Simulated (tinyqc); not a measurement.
Van der Pauw, Hall and four-point-probe measurements on a doped layer: one step of the calculation.

A uniform n-type layer with sheet resistance Rs = 1/(q ns mu), point contacts, low field (mu B small).

Problem. New z. The van der Pauw equation exp(-pi RA z) + exp(-pi RB z) = 1 is solved for z = 1/Rs: e1 = exp(-pi RA z), e2 = exp(-pi RB z), f = e1 + e2 - 1, f' = -pi (RA e1 + RB e2), z(new) = z - f/f'.

z after iteration 1 = 0.98435830 mS
RA = 10.841906 ohm
RB = 723.13979 ohm

Give: e1; e2; f; f'; z after iteration 2.

Solution.

e1 = 0.96703
e2 = 0.10686
f = 0.073883
f' = -0.27569 kohm
z after iteration 2 = 1.2523 mS

Program tinyqc, `OMP_NUM_THREADS=1 python tinyqc.py 2850139 2850140 out.jsonl`; Intel Xeon 2.30GHz, shared host, one thread, about 0.01 s.
